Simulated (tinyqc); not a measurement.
## Transit time and capacitance from two cut-off frequencies

Inverse problem. 1/(2 pi fT) = tauF + Vt C/JC, C the sum of the junction capacitances per area. Find C, tauF and the limit of fT at high current.

Inputs (values chosen for the exercise): temperature T = 250 K.

Constants: q = 1.602176634e-19 C, kB = 1.380649e-23 J/K, Vt = kB T/q. Results are converted to the units shown.

JC (mA/um^2): [0.021, 0.89]
fT (GHz): [13.941992, 37.593670]

Solution. The delay is a straight line in 1/JC with slope Vt C and intercept tauF.

C = 7.170 fF/um^2
tauF = 4.060 ps
limit of fT = 39.20 GHz

Computed by the program tinyqc: `OMP_NUM_THREADS=1 python tinyqc.py 2320030 2320031 out.jsonl`, one thread of a shared Intel Xeon 2.30GHz, about 0.01 s for the whole run.
